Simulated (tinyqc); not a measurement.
# Inputs raised by 2 %, one at a time

Model: phonon transmission through an interface between two chains by Green functions. Computed by tinyqc, a small Python program. Command: `OMP_NUM_THREADS=1 python tinyqc.py 3029439 3029440 out.jsonl agf sens`. One thread of a shared host (Intel(R) Xeon(R) Processor @ 2.30GHz), about 0.03 s of CPU time with the checks.

Two semi-infinite chains (masses m_1, m_2; springs k_1, k_2), motion along the chain. The central region holds the end atom of each chain and three interlayer atoms of mass m_b, joined by springs k_b. lambda = omega^2 in eV/(angstrom^2 u); nu = 15.6333042 THz x sqrt(lambda).

Inputs (values chosen for the exercise, for two model chains):
```
quantity,value,unit
mass m_1,30.9,u
spring k_1,5.69,eV/angstrom^2
mass m_2,62.4,u
spring k_2,8.71,eV/angstrom^2
junction spring k_b,2.87,eV/angstrom^2
interlayer mass m_b,48.7,u
probe frequency / lower band top,0.27,-
temperature T,50,K
```

Atoms in the interlayer: three.

Constants: nu for 1 eV/(angstrom^2 u) = 15.6333042 THz; h x 1 THz = 4.135667696 meV; k_B = 8.617333262e-05 eV/K; k_B = 1.380649e-23 J/K; h = 6.62607015e-34 J s.

Method:
- nu_max = 15.6333042 THz x 2 sqrt(k/m); impedance Z = sqrt(k m); long-wave transmission 4 Z_1 Z_2/(Z_1 + Z_2)^2; the probe frequency is the given share of the lower band top.
- In chain i, sin(q_i a/2) = nu/nu_max,i. An outgoing wave makes the next atom move as exp(i q_i a) times the end atom, so the lead adds the self-energy Sigma_i = -k_i exp(i q_i a) to the force-constant matrix; Gamma_i = -2 Im Sigma_i = 2 k_i sin(q_i a).
- A = lambda M - K - Sigma over the central atoms, with K_ii the sum of the springs at i, K_(i,i+1) = -k_b; G = inverse of A; transmission = Gamma_1 Gamma_2 |G_(first,last)|^2.
- Landauer conductance G = k_B int tau(nu) x^2 e^x/(e^x - 1)^2 d nu, x = h nu/(k_B T), from 0 to the lower band top (240 Gauss-Legendre points in s from 0 to 1, nu = nu_top sin(pi s/2)); tau is the transmission, and its thermal mean is G over the value for tau = 1 in the same window; the quantum is g_0 = pi^2 k_B^2 T/(3 h).

Runs:
```
input moved,from,to,conductance G (pW/K),thermal mean of the transmission,long-wave transmission,transmission
base run,-,-,40.199,0.85001,0.92444,0.89317
mass m_1 (u),30.9,31.518,40.184,0.84968,0.92694,0.89612
spring k_1 (eV/angstrom^2),5.69,5.8038,40.169,0.84938,0.92694,0.89545
mass m_2 (u),62.4,63.648,40.062,0.84715,0.92190,0.89598
spring k_2 (eV/angstrom^2),8.71,8.8842,40.054,0.84689,0.92190,0.88450
junction spring k_b (eV/angstrom^2),2.87,2.9274,40.430,0.85489,0.92444,0.89900
interlayer mass m_b (u),48.7,49.674,40.289,0.85191,0.92444,0.88714
temperature T (K),50,51,40.879,0.84756,0.92444,0.89317
```

Exponents ln(y'/y) / ln(x'/x):
```
input,conductance G,thermal mean of the transmission,long-wave transmission,transmission
mass m_1,-0.020,-0.020,0.136,0.167
spring k_1,-0.038,-0.038,0.136,0.129
mass m_2,-0.173,-0.170,-0.139,0.158
spring k_2,-0.183,-0.186,-0.139,-0.493
junction spring k_b,0.289,0.289,0.000,0.329
interlayer mass m_b,0.112,0.112,0.000,-0.342
temperature T,0.848,-0.146,0.000,0.000
```

Which inputs matter most for each result?

Among the inputs moved here: conductance G answers most in size to temperature T (exponent +0.848), next to junction spring k_b (+0.289). Thermal mean of the transmission answers most in size to junction spring k_b (exponent +0.289), next to spring k_2 (-0.186). Long-wave transmission answers most in size to spring k_2 (exponent -0.139), and about equally to mass m_2 (-0.139); its exponent is below 0.0005 for junction spring k_b, interlayer mass m_b, temperature T. Its exponent 0.000 in junction spring k_b: long waves do not see the junction. Transmission answers most in size to spring k_2 (exponent -0.493), next to interlayer mass m_b (-0.342); its exponent is below 0.0005 for temperature T.
